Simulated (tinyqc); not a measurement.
Worked calculation: CIS and TDHF on RHF in the sto-3g basis, for H4, spin multiplicity 1. One step of it, computed by the program tinyqc.

Problem. CIS triplet states. Diagonalise A (1 hartree = 27.211386 eV); each vector has its largest component positive (the first on a tie).

CIS matrix A, triplet (hartree):
```
,1>3,1>4,2>3,2>4
1>3,0.562172,0.000000,0.000000,-0.165824
1>4,0.000000,0.891743,-0.165824,0.000000
2>3,0.000000,-0.165824,0.300882,0.000000
2>4,-0.165824,0.000000,0.000000,0.619945
```

Give: triplet excitation energies; lowest vectors.

Solution.

triplet excitation energies (eV): 7.0076  11.5033  20.6638  25.4454

lowest vectors:
```
,state 1,state 2,state 3,state 4
1>3,0.0000,0.7654,-0.6436,0.0000
1>4,0.2530,0.0000,0.0000,0.9675
2>3,0.9675,0.0000,0.0000,-0.2530
2>4,0.0000,0.6436,0.7654,0.0000
```
